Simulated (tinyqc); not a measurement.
## LED efficiency against current

ABC model of an LED: J = q da (A n + Ba n^2 + Ca n^3), IQE = Ba n^2/(A n + Ba n^2 + Ca n^3), differential lifetime 1/(A + 2 Ba n + 3 Ca n^2).

Parameters, values chosen for the exercise: defect coefficient of the active layer A = 2.4e6 1/s; radiative coefficient of the active layer Ba = 7.6e-12 cm^3/s; Auger coefficient of the active layer Ca = 1.7e-30 cm^6/s; thickness of the active layer da = 28 nm.

Constants: q = 1.602176634e-19 C. Results are converted to the units shown.

Results:
```
J (A/cm^2),n (cm^-3),IQE (%),defect share (%),Auger share (%),differential lifetime (ns)
0.02,1.7592e16,5.2758,94.703,0.020760,374.68
0.1,7.4844e16,19.098,80.582,0.31973,280.41
0.4,2.1626e17,39.863,58.209,1.9283,168.76
7,1.1578e18,65.286,17.807,16.907,37.266
30,2.3072e18,60.498,8.2803,31.222,15.475
100,3.8792e18,51.305,4.1766,44.518,7.2407
500,7.3790e18,37.128,1.5889,61.283,2.5494
2000,1.2419e19,26.292,0.66856,73.039,1.0227
```

Estimate the missing row, J = 2 A/cm^2.

Computed row:
```
J (A/cm^2),n (cm^-3),IQE (%),defect share (%),Auger share (%),differential lifetime (ns)
2,5.9360e17,60.068,31.956,7.9759,75.644
```

With this row back in the table: The IQE goes from 5.28 through a maximum of 65.3 (at J = 7 A/cm^2 among the rows listed) to 26.3 %. The exact peak, Q/(Q + 2) = 65.3 % with Q = Ba/sqrt(A Ca) = 3.76, lies at n = sqrt(A/Ca) = 1.19e18 cm^-3, J = 7.37 A/cm^2, where the defect and Auger shares are equal. n goes as J^(0.90) at the low end and J^(0.38) at the high end.

Numbers from tinyqc (`OMP_NUM_THREADS=1 python tinyqc.py 2300057 2300058 out.jsonl`; about 0.01 s on one thread of a shared Intel Xeon 2.30GHz).
